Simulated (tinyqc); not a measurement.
Length of a polyene: Hueckel, PPP and singles CI along the polyenes. Computed by the program tinyqc. Command: `OMP_NUM_THREADS=1 python tinyqc.py 114245 114246 out.jsonl`; one thread of a shared host (Intel(R) Xeon(R) Processor @ 2.60GHz), about 0.2 s.

All-trans chains of carbon centres 1.40 angstrom apart:

| parameter | value |
|---|---|
| beta (eV), times 1 +/- alternation | -2.370000 |
| alternation | 0.190000 |
| W (eV) | 11.160000 |
| gamma_rr (eV) | 10.120000 |
| repulsion formula | Ohno |

Hueckel uses the same beta without repulsion; CIS keeps all single excitations and so misses the low, doubly excited 2Ag state. W is the valence ionisation energy of a centre, MN the Mataga-Nishimoto formula, f the oscillator strength.

Gaps and excitations (eV):

| centres | Hueckel gap | PPP orbital gap | bright singlet (CIS) | f | lowest triplet (CIS) |
|---|---|---|---|---|---|
| 2 | 5.6406 | 12.8544 | 7.0937 | 0.6082 | 4.1875 |
| 4 | 4.0386 | 10.6711 | 5.7742 | 1.0619 | 3.3519 |
| 6 | 3.3066 | 9.6121 | 5.0433 | 1.4466 | 2.9603 |
| 8 | 2.8980 | 9.0122 | 4.6001 | 1.7988 | 2.7597 |
| 10 | 2.6419 | 8.6384 | 4.3122 | 2.1336 | 2.6464 |
| 12 | 2.4686 | 8.3897 | 4.1152 | 2.4597 | 2.5773 |
| 14 | 2.3452 | 8.2160 | 3.9748 | 2.7819 | 2.5325 |

The Hueckel gap tends to 4 x alternation x |beta| = 1.80 eV for long chains. Exchange opens the PPP orbital gap, and the attraction of electron and hole brings the bright state 4.24 eV below it at 14 centres; the triplet lies 1.44 eV lower still.
